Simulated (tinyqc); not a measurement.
What each parameter does: polytypes by hexagonality, and a cubic inclusion as a quantum well.

Gap: E3 + (E2 - E3) h. Valence top Ev2 h and polarisation P2 h, both counted from 3C; Ec = Ev + gap.

A cubic inclusion of width L = N d in the host (h = 1) is a well of depth V = Ec(host) - Ec(3C). Square well with mass mismatch: k tan(k L/2) = (m_w/m_b) q, k = sqrt(m_w E/c), q = sqrt(m_b (V - E)/c), c = hbar^2/2m0, lowest root. The depth of the level, V - E, is its binding, and the transition to the valence top of the host is gap(host) - (V - E). The step in polarisation gives a field |F| = |P|/(eps eps0) in a thin inclusion, eps0 = 8.8541878e-12 F/m.

Constants: hbar^2/2m0 = 3.80998211 eV angstrom^2.

Values chosen for the exercise (of the order of those of InAs; not measured data):

| symbol | value | unit | meaning |
|---|---|---|---|
| E3 | 0.417 | eV | gap of the cubic polytype |
| E2 | 0.46 | eV | gap of 2H |
| Ev2 | 0.039 | eV | valence top of 2H above that of 3C |
| P2 | 0.0022 | C/m^2 | spontaneous polarisation of 2H |
| m | (0.026, 0.027) | m0 | electron mass along c in the cubic layer and in the host |
| d | 3.491 | angstrom | thickness of a double layer |
| eps | 15.1 |  | dielectric constant |
| N | 6 |  | double layers in the cubic inclusion |

Well depth, depth of the level, transition without the field and field.

Results for these values:

| case | V (eV) | depth (eV) | transition (eV) | \|F\| (MV/cm) |
|---|---|---|---|---|
| base | 0.0820 | 0.0048 | 0.4552 | 0.165 |

What happens to each result for N = 7, all else kept?

Answer: V does not change at the printed digits; depth rises from 0.0048 to 0.0064; transition falls from 0.4552 to 0.4536; |F| does not change at the printed digits.

The same for each parameter in turn:

| case | V (eV) | depth (eV) | transition (eV) | \|F\| (MV/cm) |
|---|---|---|---|---|
| base | 0.0820 | 0.0048 | 0.4552 | 0.165 |
| N = 7 | 0.0820 | 0.0064 | 0.4536 | 0.165 |
| Ev2 = 0.069 eV | 0.1120 | 0.0087 | 0.4513 | 0.165 |
| E3 = 0.397 eV | 0.1020 | 0.0073 | 0.4527 | 0.165 |
| E2 = 0.49 eV | 0.1120 | 0.0087 | 0.4813 | 0.165 |
| P2 = 0.0029 C/m^2 | 0.0820 | 0.0048 | 0.4552 | 0.217 |
| eps = 16.1 | 0.0820 | 0.0048 | 0.4552 | 0.154 |
| m = (0.031, 0.027) m0 | 0.0820 | 0.0048 | 0.4552 | 0.165 |

Program tinyqc; command `OMP_NUM_THREADS=1 python tinyqc.py 1850212 1850213 out.jsonl`; about 0.04 s on one thread of a shared Intel(R) Xeon(R) Processor @ 2.30GHz.
